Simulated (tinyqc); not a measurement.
Small-signal admittance of a forward-biased p+-n diode: one step of the calculation.

Holes injected into a neutral base of width wb with an ohmic contact at its end; low injection, p0 far above the equilibrium density. A small voltage v exp(i w t), w = 2 pi f, modulates the edge density by p0 v/Vt, and the small-signal density obeys Dp d2p/dx2 = (1/tau + i w) p.

Problem. The same by finite differences. 7 equal intervals, h = wb/7; u = small-signal density over its edge value, u_0 = 1, u_7 = 0; u_(i-1) + b u_i + u_(i+1) = 0 with b = -2 - h^2 (1/tau + i w)/Dp; Y = (q Dp p0/(Vt h)) (-b/2 - u_1), which includes the half box at the edge.

Inputs (values chosen for the exercise); permittivity close to that of germanium: temperature T = 350 K; hole diffusion coefficient Dp = 34 cm^2/s; hole lifetime tau = 5e-7 s; width of the neutral base wb = 29 um; excess hole density at the junction edge p0 = 1.4e14 cm^-3; signal frequency f = 5.9e6 Hz.

Constants: q = 1.602176634e-19 C, kB = 1.380649e-23 J/K, Vt = kB T/q. Results are converted to the units shown.

Find: b; u; Y on the mesh.

Solution.

b = -2.0101-0.1871i

| node | u |
|---|---|
| 1 | 0.70735-0.21401i |
| 2 | 0.46188-0.29780i |
| 3 | 0.27681-0.29818i |
| 4 | 0.15033-0.24976i |
| 5 | 0.07210-0.17573i |
| 6 | 0.02749-0.08998i |

Y on the mesh = 18.170+18.773i S/cm^2

Numbers from tinyqc (`OMP_NUM_THREADS=1 python tinyqc.py 2890204 2890205 out.jsonl`; about 0.01 s on one thread of a shared Intel Xeon 2.30GHz).
